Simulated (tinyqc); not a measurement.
Admittance spectroscopy of a deep trap: two steps of the calculation.

Schottky contact on an n-type layer with shallow donors Nd (all ionised) and a donor-like deep trap, neutral when filled and positive when empty; depletion approximation. Traps within lam of the depletion edge stay filled. The traps at xt = W - lam, where the level crosses the Fermi level, follow a slow signal and not a fast one. w = 2 pi f.

Parameters, values chosen for the exercise; material values those of a made-up semiconductor:

| symbol | value | unit | meaning |
|---|---|---|---|
| eps_r | 10.1 |  | relative permittivity |
| Nc | 2.06e18 | cm^-3 | conduction-band density of states at 300 K |
| vth | 2.3e7 | cm/s | thermal velocity at 300 K |
| Nd | 6e16 | cm^-3 | shallow donor density |
| Vbi | 1.05 | V | built-in voltage |
| Et | 0.28 | eV | depth of the trap below the conduction edge |
| sn | 1e-15 | cm^2 | capture cross-section |
| Nt | 1.7e16 | cm^-3 | trap density |
| Vr | 0 | V | reverse bias |
| f | 10000 | Hz | signal frequency |
| T | 235 | K | temperature |

Constants: q = 1.602176634e-19 C, kB = 1.380649e-23 J/K, eps0 = 8.8541878128e-14 F/cm where lengths are in cm. Results are converted to the units shown.

Question 1. Widths and limiting capacitances. lam = sqrt(2 eps0 eps_r (EF - ET)/(q Nd)), EF - ET = Et - (kB T/q) ln(Nc(T)/Nd), Nc(T) = Nc (T/300 K)^1.5. In the steady state at the band bending V, 2 eps0 eps_r V/q = Nd W^2 + Nt (W - lam)^2 (the second term only if W > lam). V = Vbi + Vr. C_HF = eps0 eps_r/W, C_LF = eps0 eps_r (Nd + Nt)/(Nd W + Nt xt).

Find: lam; W; xt; C_HF; C_LF.

Answer 1.

lam = 63.37 nm
W = 134.5 nm
xt = 71.17 nm
C_HF = 66.47 nF/cm^2
C_LF = 74.18 nF/cm^2

The step is 11.6 % of C_HF.

Question 2. Admittance at the signal frequency. Emission rate en = sn vth(T) Nc(T) exp(-Et/kB T) = sn g T^2 exp(-Et/kB T), g = vth Nc/(300 K)^2, as vth goes as T^0.5 and Nc as T^1.5 (degeneracy factor 1). Inflection frequency w0 = 2 en [1 + Nt xt/(Nd W)]; C = C_HF + (C_LF - C_HF)/(1 + (w/w0)^2), G/w = (C_LF - C_HF)(w/w0)/(1 + (w/w0)^2).

W = 134.53782 nm
xt = 71.172186 nm
C_HF = 66.470005 nF/cm^2
C_LF = 74.183970 nF/cm^2

Find: en; w0/(2 pi); C; G/w.

Answer 2.

en = 28751 1/s
w0/(2 pi) = 10523 Hz
C = 70.524 nF/cm^2
G/w = 3.8520 nF/cm^2

The signal lies near the inflection, where the loss is largest.

tinyqc, about 0.01 s, one thread, Intel Xeon 2.30GHz (shared host): `OMP_NUM_THREADS=1 python tinyqc.py 2050099 2050100 out.jsonl`
